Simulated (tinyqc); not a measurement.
# Worked calculation: MOSFET in the linear regime without short-channel effects, parameter extraction from computed curves

Numbers from tinyqc (`OMP_NUM_THREADS=1 python tinyqc.py 2210016 2210017 out.jsonl`; about 0.01 s on one thread of a shared Intel Xeon 2.30GHz). Printed values are rounded.

Inversion charge Q = Cox n Vt W0(exp((Vg - VT)/(n Vt))), W0 the Lambert function and n = nf; u = Q/Cox; mobility mu = mu0/(1 + th1 u + th2 u^2); channel resistance Rch = (L - dL)/(W mu Q); Id = Vd/(Rch + Rsd/W). Cox = eps0 eox/tox. Small Vd, no channel-length or drain effects.

Parameters, values chosen for the exercise; channel values of the order met in silicon transistors:
- T = 200 K (temperature)
- eox = 21.9 (relative permittivity of the gate insulator (close to hafnium oxide))
- tox = 22 nm (insulator thickness)
- mu0 = 130 cm^2/(V s) (low-field mobility)
- th1 = 0.47 1/V (first mobility attenuation factor)
- th2 = 0.29 1/V^2 (second mobility attenuation factor)
- VT = 0.47 V (threshold voltage)
- nf = 1.47 (body factor)
- W = 1 um (gate width)
- L = 0.065 um (drawn gate length)
- dL = 0.011 um (drawn less effective length)
- Rsd = 200 ohm um (source plus drain resistance)
- Vd = 0.05 V (drain voltage)

Constants: q = 1.602176634e-19 C, kB = 1.380649e-23 J/K, Vt = kB T/q, eps0 = 8.8541878128e-14 F/cm where lengths are in cm. Results are converted to the units shown.

## Transfer curve

Vg, point 0 to 11 (V): [0.27, 0.37, 0.47, 0.57, 0.67, 0.77, 0.87, 0.97, 1.07, 1.17, 1.27, 1.37]

u, mu, Rch and Id as defined.

```
point        u (V)  mu (cm^2/(V s))   Rch (ohm)      Id (uA)
0      9.443605e-6         129.9994  4.990504e7  0.001001899
1      4.800439e-4         129.9707  9.819678e5   0.05090780
2       0.01436855         129.1203    33022.97     1.504983
3       0.07314009         125.4914    6675.041     7.272683
4        0.1542373         120.4384    3298.142     14.29330
5        0.2427472         114.9243    2196.128     20.86700
6        0.3346156         109.2676    1675.661     26.65727
7        0.4283584         103.6236    1380.250     31.64057
8        0.5232871         98.08689    1193.638     35.87733
9        0.6190303         92.71993    1067.428     39.44997
10       0.7153658         87.56397    978.0701     42.44230
11       0.8121510         82.64506    912.7880     44.93219
```

## Threshold and mobility at the peak transconductance

gm_i = (Id_(i+1) - Id_(i-1))/(Vg_(i+1) - Vg_(i-1)); at the point j of largest gm the tangent meets the axis at V_ext = Vg_j - Id_j/gm_j; field-effect mobility gm_j L/(W Cox Vd) with the drawn L.

gm, point 1 to 10 (uS): [7.519906, 36.10888, 63.94159, 67.97157, 61.81986, 53.86784, 46.10027, 39.04703, 32.82484, 27.41108]
j = 4
V_ext = 0.4597165 V
field-effect mobility = 100.2537 cm^2/(V s)

V_ext is 10 mV below the model VT, and the mobility so found is 36 % below mu0 L/(L - dL) = 156 cm^2/(V s), the value for the drawn L; attenuation, series resistance and the slow approach of Q to a straight line all lower the peak gm.

## The Y function

Y_i = Id_i/sqrt(gm_i). For Id = beta Vd x/(1 + th x), x = Vg - VT, Y = sqrt(beta Vd) x whatever th. Slope s from points 7 and 10; VT_Y = Vg - Y/s at point 10; beta = s^2/Vd; mobility beta L/(W Cox) with the drawn L; th* = (beta Vd x/Id - 1)/x at point 10.

Y, point 1 to 10 (uA^0.5 V^0.5): [0.01856428, 0.2504521, 0.9095006, 1.733680, 2.653969, 3.632043, 4.660070, 5.741509, 6.885656, 8.106545]
s = 11.48825 uA^0.5 V^-0.5
VT_Y = 0.5643619 V
beta = 2639.597 uA/V^2
mobility from Y = 194.6618 cm^2/(V s)
th* = 1.692473 1/V

The mobility from Y is 24 % above mu0 L/(L - dL) = 156 cm^2/(V s), which it should reach in deep inversion when th2 = 0. th* compares with th1 + mu0 Cox Rsd/(L - dL) = 0.894 1/V, since series resistance enters like th1. The match is poor here: at these overdrives Q is not yet a straight line in Vg and th2 bends Y.
